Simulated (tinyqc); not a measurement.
Carrier density against temperature: charge neutrality of a doped semiconductor with incomplete ionisation. Computed by tinyqc, a small Python program. Command: `OMP_NUM_THREADS=1 python tinyqc.py 3020911 3020912 out.jsonl dopant walk`. One thread of a shared host (Intel(R) Xeon(R) Processor @ 2.30GHz), about 0.04 s of CPU time with the checks.

Energies are counted from the top of the valence band; E_D is measured down from the conduction band and E_A up from the valence band.

Inputs (values chosen for the exercise, modelled on ZnSe):
```
quantity                    value   unit
gap at 0 K E_g0              2.86     eV
Varshni alpha            0.000751   eV/K
Varshni beta                  287      K
electron mass m_e           0.152    m_0
valleys M_c                     1      -
hole mass m_h               0.756    m_0
donor density N_D         9.5e+17  cm^-3
acceptor density N_A      2.1e+16  cm^-3
donor depth E_D            0.0267     eV
acceptor depth E_A          0.112     eV
donor degeneracy g_D            2      -
acceptor degeneracy g_A         4      -
```

Doping: n-type, compensated. Statistics of the bands: Fermi-Dirac.

Constants: k_B = 8.617333262e-05 eV/K; m_0 = 9.1093837015e-31 kg; k_B = 1.380649e-23 J/K; h = 6.62607015e-34 J s.

Method:
- E_g = E_g0 - alpha T^2/(T + beta).
- N_c = 2 M_c (2 pi m_e k_B T/h^2)^(3/2) and N_v = 2 (2 pi m_h k_B T/h^2)^(3/2), masses in units of m_0.
- n = N_c F_1/2((E_F - E_g)/k_B T), p = N_v F_1/2(-E_F/k_B T).
- F_1/2(eta) = (2/sqrt(pi)) int_0^infinity sqrt(x)/(1 + exp(x - eta)) dx, by the trapezoid rule in t = sqrt(x) with step 0.02 up to t = 12 (for eta < -12 by exp(eta) - exp(2 eta)/2^(3/2)).
- N_D+ = N_D/(1 + g_D exp((E_F - E_g + E_D)/k_B T)).
- N_A- = N_A/(1 + g_A exp((E_A - E_F)/k_B T)).
- Neutrality: p + N_D+ = n + N_A-; the log ratio is ln[(p + N_D+)/(n + N_A-)].
- Neutrality is solved by bisection at each T. The last column is -k_B d ln(n T^-3/2)/d(1/T) from this row and the one above; it turns negative as ionisation nears completion, when the density grows more slowly than that power of T.

Against temperature:
```
T (K)   n (cm^-3)  E_F from the band edge (eV)  ionised share  activation energy (eV)
11     1.3508e+05                     0.023765        0.02211                       -
14     8.1103e+07                     0.022964        0.02211                0.026700
19     4.3385e+10                     0.021630        0.02211                0.026700
28     1.4656e+13                     0.019230        0.02212                0.026696
44     1.4963e+15                     0.015227        0.02368                0.026196
69     1.9699e+16                     0.012350        0.04284                0.019911
100    6.2256e+16                     0.012484        0.08764                0.011395
150    1.4397e+17                     0.015496        0.17365                0.005950
300    3.6112e+17                     0.034378        0.40224               -0.003105
600    6.0814e+17                     0.097353        0.66225               -0.026811
```

What does the comparison show, and why?

Between the two coldest rows the activation energy is 0.0267 eV, 1.00 of the dopant depth: with compensation E_F is pinned at the level and the full depth shows. No row comes within 10 % of the net doping.
